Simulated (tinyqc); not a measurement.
## Doping and barrier from two capacitances

Problem. A Schottky diode on a uniformly doped n-type layer obeys (A/C)^2 = 2 (Vbi - V - Vt)/(q eps0 eps_r Nd) in reverse bias, with phiB = Vbi + Vt ln(Nc/Nd) and image force ignored. Find Nd, Vbi and phiB.

Values chosen for this exercise; band and dielectric values close to those of gallium arsenide:
- T = 400 K (temperature)
- eps_r = 12.9 (relative permittivity)
- Nc = 6.85e17 cm^-3 (conduction-band density of states at T)
- A = 0.00071 cm^2 (diode area)

Constants: q = 1.602176634e-19 C, kB = 1.380649e-23 J/K, Vt = kB T/q, eps0 = 8.8541878128e-14 F/cm where lengths are in cm. Results are converted to the units shown.

C at V = -0.6 and -7 V (pF): 31.524150  13.505881

Solution. The slope of (A/C)^2 against -V gives Nd, the intercept Vbi - Vt, and the Fermi-level depth Vt ln(Nc/Nd) is added for the barrier.

Nd = 3.10e16 cm^-3
Vbi = 0.873 V
phiB = 0.980 eV

tinyqc, about 0.06 s, one thread, Intel Xeon 2.30GHz (shared host): `OMP_NUM_THREADS=1 python tinyqc.py 2020139 2020140 out.jsonl`
